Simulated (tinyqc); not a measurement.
Spin coating of a resist or spin-on film: centrifugal thinning, evaporation and the final thickness (Emslie and Meyerhofer models): one step, computed by the program tinyqc. Command: `OMP_NUM_THREADS=1 python tinyqc.py 3112807 3112808 out.jsonl spincoat walk`. One thread of a shared host (Intel(R) Xeon(R) Processor @ 2.30GHz), about 0.06 s of CPU time with the checks.

A Newtonian film stays uniform over the wafer; solvent and solids have the same density and the concentration is uniform through the thickness.

Question. Rates. omega = 2 pi f/60; nu(c) = nu_s + k c^gamma; evaporation rate e = e0 sqrt(f/1000 rpm). Flow constant K = 2 omega^2/(3 nu(c0)); Reynolds number of the air omega R^2/nu_air with nu_air = 15 mm^2/s.

Inputs (values chosen for the exercise, of the order of those of a polymer resist in an ester solvent): solids volume fraction c0 = 0.28; kinematic viscosity of the solvent nu_s = 0.94 mm^2/s; viscosity constant k = 830 mm^2/s; viscosity exponent gamma = 3.3; spin speed f = 800 rpm; evaporation rate at 1000 rpm e0 = 0.23 micrometre/s; wafer radius R = 150 mm.

Give: omega; nu(c0); evaporation rate e; flow constant K; Reynolds number of the air.

Answer.

omega = 83.776 1/s

nu(c0) = 13.377 mm^2/s

evaporation rate e = 0.20572 micrometre/s

flow constant K = 3.4979e-04 1/(micrometre^2 s)

Reynolds number of the air = 1.2566e+05
